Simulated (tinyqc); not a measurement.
What moves the results: inversion layer as a triangular well, valleys of the Ge type. A value that a table varies takes the place of the one given here.

Four ellipsoidal valleys (eight halves) with their long axes along <111>, mass ml along the axis and mt across it. For a valley whose axis makes the angle theta with the surface normal, 1/m_z = cos^2(theta)/ml + sin^2(theta)/mt sets the confinement; in the plane the masses are m_1 = mt and m_2 = ml mt/m_z, and m_d = sqrt(m_1 m_2). The Gamma and Delta valleys are left out; the heavy Delta valleys, about 0.18 eV up, can lie lowest under strong confinement.

The field is taken as constant, e F = 4 pi (e^2/4 pi eps0)(Nd + eta Ns)/eps, with 1e12/cm^2 = 1e-4/angstrom^2, and the oxide as a hard wall at z = 0; c = hbar^2/2m0.

Level j of a valley lies at E_j = a_j (c (e F)^2/m_z)^(1/3) above the band edge at the surface, with the Airy zeros a_j = 2.338107, 4.087949, 5.520560, 6.786708, 7.944134, 9.022651, 10.040174, 11.008524, 11.936016, 12.828777, and has <z> = 2 E_j/(3 e F).

Subband i holds n_i = g m_d/(2 pi c) kB T ln(1 + exp((EF - E_i)/kB T)) (spin included), and EF is fixed by sum n_i = Ns over the levels listed or, where none are listed, over j = 0 to 9 of each group; 1e12/cm^2 = 1e-4/angstrom^2.

Constants: hbar^2/2m0 = 3.80998211 eV angstrom^2; e^2/(4 pi eps0) = 14.39964547 eV angstrom; kB = 8.617333262e-05 eV/K.

Values chosen for the exercise (near those of Ge; the results hold for these values, not for the real material):
```
symbol  value                      unit         meaning
ml      1.568                      m0           longitudinal mass
mt      0.082                      m0           transverse mass
eps     16                                      dielectric constant
Nd      0.64                       x 1e12/cm^2  depletion charge
eta     0.75                                    share of Ns in the effective field
face    100                                     surface
T       77                         K            temperature
Nss     (0.5, 1, 2, 4, 7, 10, 14)  x 1e12/cm^2  sheet densities
Ns      1.4                        x 1e12/cm^2  electron sheet density
Vox     3.1                        eV           barrier of an SiO2-like oxide
mox     0.41                       m0           mass in the oxide
```

## Raising the sheet density

Valleys (masses in m0):
```
valleys g,cos^2(theta),m_z,m_1,m_2,m_d
4,0.33333,0.11987,0.08200,1.07267,0.29658
```

The field, the ladders and EF anew for each Ns.

Results:
```
Ns (1e12/cm^2),F (MV/cm),lowest E (eV),next - lowest (meV),EF - lowest (meV),share of lowest (%),<z> (angstrom)
0.5,0.115,0.0812,60.8,-12.0,100.0,47.2
1.0,0.157,0.1001,74.9,-6.9,100.0,42.5
2.0,0.242,0.1335,99.9,-1.2,100.0,36.8
4.0,0.412,0.1902,142.4,5.7,100.0,30.8
7.0,0.666,0.2622,196.2,13.3,100.0,26.2
10.0,0.921,0.3253,243.5,19.9,100.0,23.6
14.0,1.260,0.4010,300.1,28.2,100.0,21.2
```

What can be read from the table?

Levels scale as F^(2/3): the field grows by 10.98 and the lowest level by 4.94. The layer thins from 47.2 to 21.2 angstrom. EF passes the lowest edge between 2 and 4 e12/cm^2. The lowest subband keeps the same share. From 7 e12/cm^2 on the lowest level exceeds 0.2 eV, where the Delta valleys, about 0.18 eV up in the bulk and with a confinement energy of their own, begin to come within reach.

## Surface orientation

The same densities on four faces. m_c is the conductivity mass averaged over directions in the plane: 1/m_c = sum n_i (1/m_1 + 1/m_2)/2 / Ns.

Results:
```
face,valleys of lowest,lowest E (eV),EF (eV),share of lowest (%),<z> (angstrom),m_c (m0)
(100),4,0.1141,0.1099,100.0,39.8,0.152
(110),2,0.0928,0.0979,98.8,32.5,0.144
(111),1,0.0484,0.0845,88.3,18.4,0.082
(211),1,0.0699,0.0926,97.3,24.9,0.124
```

How do the results move?

The lowest level is deepest on (111), where a valley axis lies closest to the normal, and the lightest conductivity mass is on (111) (0.082 m0, against 0.152 m0 on (100)). EF, counted from the band edge at the surface, is lowest on (111) and spans 25 meV.

## Four estimates of the lowest level

WKB: E = (c/m_z)^(1/3) (3 pi e F/2 x 3/4)^(2/3), <z> = 2E/(3 e F). Fang-Howard: psi = z exp(-b z/2) up to a norm, E = c b^2/(4 m_z) + 3 e F/b at its minimum b^3 = 6 e F m_z/c, <z> = 3/b. Finite barrier: flat height Vox and mass mox for z < 0, finite differences with psi and psi'/m continuous, cells of 0.05 angstrom from -15 to 300 angstrom. The last column is measured against Airy.

Lowest level:
```
method,E (eV),<z> (angstrom),E - Airy (meV)
"Airy, hard wall",0.1141,39.79,0.0
"WKB, hard wall",0.1132,39.48,-0.9
Fang-Howard,0.1208,42.14,6.7
finite oxide barrier,0.1030,34.07,-11.1
```

b = 0.0712 1/angstrom
probability in the oxide = 0.0017

What does this show?

WKB is off by -0.8 % and the variational function by +5.9 %, above the exact value as it must be; both ratios are independent of field and mass. The finite barrier lowers the level by 11.1 meV and brings the charge 5.7 angstrom closer; in energy that is more than the Fang-Howard error (6.7 meV).

## What each parameter does

Field, ladders and EF anew. Each row changes one parameter from the base and keeps the others.

Results:
```
case,lowest E (eV),EF (eV),share of lowest (%),<z> (angstrom)
base,0.1141,0.1099,100.0,39.79
Ns = 0.7 x 1e12/cm^2,0.0890,0.0795,100.0,45.04
Nd = 1.28 x 1e12/cm^2,0.1413,0.1371,100.0,35.75
T = 137 K,0.1141,0.0986,99.9,39.81
ml = 1.725 m0,0.1140,0.1094,100.0,39.76
mt = 0.09 m0,0.1107,0.1061,100.0,38.60
eps = 14.4,0.1224,0.1182,100.0,38.41
```

What can be read from the table?

The largest shifts from the base row, up to three for each result and ties (the steps differ in size, so this ranks the rows, not the parameters). lowest E (eV): Nd +0.0272, Ns -0.0251, eps +0.0083; unchanged at the printed digits by T. EF (eV): Ns -0.0304, Nd +0.0272, T -0.0112. share of lowest (%): T -0.1; unchanged at the printed digits by Ns, Nd, ml, mt and eps. <z> (angstrom): Ns +5.25, Nd -4.04, eps -1.37.

Computed by tinyqc, a small Python program: `OMP_NUM_THREADS=1 python tinyqc.py 1282112 1282113 out.jsonl` (the numbers bound the seed that draws the inputs); one thread of a shared host (Intel(R) Xeon(R) Processor @ 2.30GHz), about 0.03 s for the whole set of steps.
